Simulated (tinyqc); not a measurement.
Worked calculation: standing waves and exposure in a photoresist film. Values are carried at full precision from step to step, so a last printed digit may differ when a step is redone from the rounded ones.

Normal incidence from air. Unexposed resist: N1 = n1 + i k1 with k1 = (A + B) lam/(4 pi), lam in micrometres. r01 = (1 - N1)/(1 + N1), t01 = 2/(1 + N1). Substrate Ns = ns + i ks: r12 = (N1 - Ns)/(N1 + Ns). With p = exp(2 pi i N1 d/lam), the field at depth z is E(z) = t01 [exp(2 pi i N1 z/lam) + r12 p^2 exp(-2 pi i N1 z/lam)]/(1 + r01 r12 p^2), the relative intensity I(z) = n1 |E(z)|^2 and the reflectance R = |(r01 + r12 p^2)/(1 + r01 r12 p^2)|^2.

Values chosen for the exercise (a resist on Al, indices near tabulated ones; not measured data):
```
symbol  value  unit          meaning
lam     365    nm            vacuum wavelength
n1      1.667                resist index
A       0.51   1/micrometre  bleachable absorption (Dill A)
B       0.09   1/micrometre  fixed absorption (Dill B)
d       1008   nm            resist thickness
ns      0.418                substrate n
ks      4.432                substrate k
C       0.025  cm^2/mJ       exposure rate (Dill C)
D       40     mJ/cm^2       incident dose
Ld      20     nm            diffusion length of the post-exposure bake
```

## Interface coefficients

Form N1, r01, t01 and r12.

N1 = 1.66700+0.01743i
r01 = -0.2501-0.0049i
t01 = 0.7499-0.0049i
r12 = -0.7057-0.6114i
|r12|^2 = 0.8718

Next to the bottom the intensity swings by a factor ((1 + |r12|)/(1 - |r12|))^2 = 850 between antinode and node.

## Round trip and reflectance

Form p^2, the denominator and R; the period of the standing wave is lam/(2 n1).

p^2 = 0.1447+0.5267i
1 + r01 r12 p^2 = 0.9427+0.1140i
R = 0.2408
period = 109.48 nm

The film holds 9.21 periods.

## Intensity and exposure over the lowest period

Nine depths from d - period to d. Without bleaching during the exposure the share of unexposed compound is m = exp(-C D I).

Profile:
```
z (nm)      I      m
898.5   0.268  0.765
912.2   0.011  0.989
925.9   0.373  0.688
939.6   1.142  0.319
953.3   1.867  0.155
966.9   2.122  0.120
980.6   1.758  0.172
994.3   0.988  0.372
1008.0  0.261  0.770
```

I runs from 0.011 to 2.122 on these points, so m runs from 0.120 to 0.989; the least exposed point listed lies 95.8 nm above the bottom.

## Smoothing by the bake

Gaussian diffusion of length Ld multiplies a cosine of period L by exp(-2 pi^2 Ld^2/L^2). Give that factor, and the Ld that leaves 10 %.

factor = 0.517
Ld for 10 % = 37.39 nm

## Checks

- R against the transfer-matrix product: both 0.24082.
- Absorption (A + B) d times the mean of I against 1 - R - T: both 0.694.

Computed by tinyqc, a small Python program: `OMP_NUM_THREADS=1 python tinyqc.py 1681539 1681540 out.jsonl` (the numbers bound the seed that draws the inputs); one thread of a shared host (Intel(R) Xeon(R) Processor @ 2.30GHz), about 0.01 s for the whole set of steps.
